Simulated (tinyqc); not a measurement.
Worked calculation: Ewald sum of point charges, bcc in a neutralising background, strained along z by a factor 1.01, lattice. Computed by tinyqc, a small Python program that keeps every step. Command: `OMP_NUM_THREADS=1 python tinyqc.py 28410 28411 out.jsonl` (the two numbers bound the seeds that draw the settings). One thread of a shared host (Intel(R) Xeon(R) Processor @ 2.60GHz), about 0.03 s of CPU time with the checks.

## Ewald sum with eta = 0.29 1/bohr

cell vectors (rows) (bohr):
$$\begin{pmatrix}
10.9100 & 0.0000 & 0.0000 \\
0.0000 & 10.9100 & 0.0000 \\
0.0000 & 0.0000 & 11.0190
\end{pmatrix}$$

Charges:
```
q           f1      f2      f3
2.0000  0.0000  0.0000  0.0000
2.0000  0.5000  0.5000  0.5000
```

Real space: 1/2 sum q_i q_j erfc(eta r)/r over all images with r > 0; reciprocal space: (2 pi/V) sum_(G != 0) exp(-G^2/4 eta^2)/G^2 |S(G)|^2 with S(G) = sum q exp(i G.r); self term -eta/sqrt(pi) sum q^2; background -pi Q^2/(2 V eta^2), Q the total charge.

Real-space shells (first ones):
```
r (bohr)  pairs  sum (hartree)
9.4799       16       3.41e-04
10.9100       8       1.12e-05
11.0190       4       4.51e-06
15.4291       8       2.58e-10
15.5063      16       4.18e-10
18.1087      32              0
18.2402      16              0
18.9598      16              0
```

Reciprocal shells (first ones that count):
```
G^2 (1/bohr^2)  vectors  sum (hartree)
0.6568                8         0.1325
0.6633                4         0.0643
1.3006                2         0.0025
1.3267                4         0.0045
1.9639                8         0.0009
1.9835               16         0.0017
2.6273                8       9.47e-05
2.6534                4       4.34e-05
3.2580                8       1.17e-05
3.3102                8       9.87e-06
3.3167                8       9.66e-06
3.9540                8       1.22e-06
```

## The total does not depend on eta

The same sums for other eta.

Totals (hartree per cell):
```
eta         real  reciprocal     self  background      total
0.2900  3.57e-04      0.2066  -1.3089     -0.2279  -1.329858
0.4290  2.99e-08      0.7106  -1.9363     -0.1041  -1.329858
0.6300         0      1.5619  -2.8435     -0.0483  -1.329858
```

shortest distance = 9.4799 bohr
